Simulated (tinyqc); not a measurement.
Graded p-n junction, non-linear Poisson equation by Newton steps: effect of the grading length.

One dimension, p side on the left, n side on the right; net doping C = (Nd - Na)/2 + ((Nd + Na)/2) tanh(x/Lg). The potential psi is counted from the intrinsic level, and the quasi-Fermi potentials are flat: 0 for holes and -V for electrons, so n = ni exp((psi + V)/Vt) and p = ni exp(-psi/Vt) (Boltzmann statistics, full ionisation, no current).

The Poisson equation d/dx(eps0 eps_r dpsi/dx) = -q (p - n + C) is solved on a mesh of more than 1000 nodes that ends in neutral material (psi_p = -Vt ln(Na/ni), psi_n = Vt ln(Nd/ni) - V). C_j = q d/dV of the integral of p over x, from the linearised equation. ni = sqrt(Nc Nv) exp(-Eg/(2 Vt)), Eg in volts. Depletion approximation: Vbi = Vt ln(Na Nd/ni^2), W = sqrt(2 eps0 eps_r (Vbi - V)(1/Na + 1/Nd)/q), xp = W Nd/(Na + Nd), xn = W Na/(Na + Nd), peak field 2 (Vbi - V)/W, capacitance eps0 eps_r/W. The abrupt values quoted are those of these depletion formulas.

Parameters, values chosen for the exercise; band and dielectric values close to those of cadmium telluride:
```
symbol,value,unit,meaning
T,300,K,temperature
Eg,1.48,eV,band gap
eps_r,10,,relative permittivity
Nc,7.93e17,cm^-3,conduction-band density of states at T
Nv,1.76e19,cm^-3,valence-band density of states at T
Na,1.3e18,cm^-3,acceptor density of the p side
Nd,2e16,cm^-3,donor density of the n side
V,0,V,bias of the p side against the n side
```

Constants: q = 1.602176634e-19 C, kB = 1.380649e-23 J/K, Vt = kB T/q, eps0 = 8.8541878128e-14 F/cm where lengths are in cm. Results are converted to the units shown.

Effect of the grading length:
```
Lg (nm)  peak |E| (kV/cm)  C_j (nF/cm^2)  eps0 eps_r/C_j (nm)
20                   82.4           32.7                  271
28                   79.1           32.3                  274
40                   74.9           31.7                  279
57                   70.1           30.8                  288
80                   65.0           29.6                  299
110                  59.9           28.1                  315
160                  53.9           26.0                  340
```

What does the table show?

As Lg grows from 20 to 160 nm, the peak field falls from 82.4 to 53.9 kV/cm and C_j falls from 32.7 to 26.0 nF/cm^2. The abrupt depletion formulas give 96.9 kV/cm and W = 272 nm; the first row's field is 15 % below that and the last row's 44 % below it. The same voltage drops over a longer distance, so the field falls.

Computed by the program tinyqc: `OMP_NUM_THREADS=1 python tinyqc.py 2000015 2000016 out.jsonl`, one thread of a shared Intel Xeon 2.30GHz, about 0.06 s for the whole run.
